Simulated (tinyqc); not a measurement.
Inside a calculation. Model: interface traps from C-V curves, high-low and Terman methods.

tinyqc, about 0.01 s, one thread, Intel Xeon 2.30GHz (shared host): `OMP_NUM_THREADS=1 python tinyqc.py 2030110 2030111 out.jsonl` Printed values are rounded.

MOS capacitor on an n-type substrate; psi is the band bending, negative in depletion; only majority carriers are counted. At the bending psi the Fermi level lies y = xi - psi below the conduction edge at the surface, xi = Vt ln(Nc/Nd). Dit(y) = D0 + D1 exp(-y/E1); traps fill up to the Fermi level, follow the bias and a slow signal, and do not follow a fast one. V is the gate voltage from flat band.

Values chosen for this exercise; band and dielectric values close to those of silicon: temperature T = 250 K; relative permittivity eps_r = 11.6; conduction-band density of states at T Nc = 2.12e19 cm^-3; donor density Nd = 4.7e15 cm^-3; equivalent oxide thickness EOT = 20 nm; trap density far from the band edge D0 = 2.9e10 cm^-2 eV^-1; band-tail density at the conduction edge D1 = 2.3e11 cm^-2 eV^-1; decay energy of the tail E1 = 0.17 eV; points n = 8; deepest band bending pa = -0.57 V; shallowest band bending pb = -0.032 V.

Constants: q = 1.602176634e-19 C, kB = 1.380649e-23 J/K, Vt = kB T/q, eps0 = 8.8541878128e-14 F/cm where lengths are in cm. Results are converted to the units shown.

Range of the model: Traps more than about 25 kB T below the conduction edge emit electrons too slowly to follow an ordinary sweep, so the deepest points are idealised.

## The curves

Cox = 3.9 eps0/EOT, LD = sqrt(eps0 eps_r Vt/(q Nd)), u = psi/Vt, Cd = (eps0 eps_r/(sqrt(2) LD)) |exp(u) - 1|/sqrt(exp(u) - u - 1). Ideal V0 = psi - sqrt(2) (eps0 eps_r Vt/LD) sqrt(exp(u) - u - 1)/Cox for psi < 0; the traps add dV = (q/Cox) times the integral of Dit from 0 to psi = (q/Cox) [D0 psi + D1 E1 exp(-xi/E1) (exp(psi/E1) - 1)]. 1/C_HF = 1/Cox + 1/Cd, 1/C_LF = 1/Cox + 1/(Cd + q Dit). Take n equally spaced psi from pa to pb.

```
point     psi (V)     y (eV)  Dit (cm^-2 eV^-1)      V0 (V)       V (V)  C_HF (nF/cm^2)  C_LF (nF/cm^2)
0      -0.5700000  0.7512698        3.176999e10  -0.7386981  -0.7660919        23.01406        26.74239
1      -0.4931429  0.6744126        3.335335e10  -0.6495749  -0.6746506        24.56191        28.39178
2      -0.4162857  0.5975555        3.584177e10  -0.5594043  -0.5820191        26.49613        30.49866
3      -0.3394286  0.5206984        3.975260e10  -0.4678609  -0.4877905        29.01676        33.29369
4      -0.2625714  0.4438412        4.589890e10  -0.3744052  -0.3912970        32.51236        37.19549
5      -0.1857143  0.3669841        5.555849e10  -0.2780123  -0.2913120        37.87879        43.09309
6      -0.1088571  0.2901269        7.073960e10  -0.1762203  -0.1850569        47.78608        53.44564
7      -0.0320000  0.2132698        9.459839e10  -0.0602080  -0.0632125        71.77706        76.69872
```

Cox = 172.6567 nF/cm^2

At the deepest bending the traps stretch the gate voltage from -0.739 to -0.766 V.

## High-low extraction

q Dit = (1/C_LF - 1/Cox)^(-1) - (1/C_HF - 1/Cox)^(-1) at each point.

Dit by high-low, point 0 to 7 (cm^-2 eV^-1): 3.176999e10  3.335335e10  3.584177e10  3.975260e10  4.589890e10  5.555849e10  7.073960e10  9.459839e10

With a true high-frequency curve this returns Dit exactly.

## Terman extraction

psi at each point follows from C_HF and the ideal curve. Dit = (Cox/q) d(V - V0)/dpsi by central differences over the two neighbours.

Dit by Terman, point 1 to 6 (cm^-2 eV^-1): 3.350318e10  3.607724e10  4.012266e10  4.648049e10  5.647252e10  7.217610e10

The differences overstate the curved tail; the largest error is 2.0 %, at point 6.
